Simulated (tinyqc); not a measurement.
## Field from the transmission

Problem. The left lead has its band edge at 0; for x > 0 the edge falls without end, U(x) = U0 - F x, with mass m1. No transverse momentum; C = hbar^2/(2 m0); psi and psi'/m are continuous at x = 0. The outgoing solution is Bi(z) + i Ai(z). Energy scale e = (C F^2/m1)^(1/3), z(x) = (U(x) - E)/e, s = (dz/dx)/m1 = -F/(e m1); v = k/m in a lead. With the Airy functions at z = z(0): g = s (Bi' + i Ai')/(Bi + i Ai), r = (i vL - g)/(i vL + g), T(E) = 1 - |r|^2 = 4 vL Im(g)/|i vL + g|^2, vL = sqrt(mL E/C)/mL. Find F, known to lie between 1.2 and 20 V/nm, and z(0).

Inputs (values chosen for the exercise): mass in the left lead mL = 0.36 m0; barrier edge at x = 0 U0 = 3.41 eV; mass in the barrier m1 = 0.48 m0; electron energy E = 0.36 eV.

Constants: q = 1.602176634e-19 C, hbar = 1.054571817e-34 J s, m0 = 9.1093837015e-31 kg, hbar^2/(2 m0) = 0.0380998212 eV nm^2. Results are converted to the units shown.

T(E) = 0.0085852044

Answer. Over that range T(E) rises steadily with F, so there is one root, found by bisection.

F = 4.900 V/nm
z(0) = 2.460

Program tinyqc, `OMP_NUM_THREADS=1 python tinyqc.py 2580024 2580025 out.jsonl`; Intel Xeon 2.30GHz, shared host, one thread, about 0.01 s.
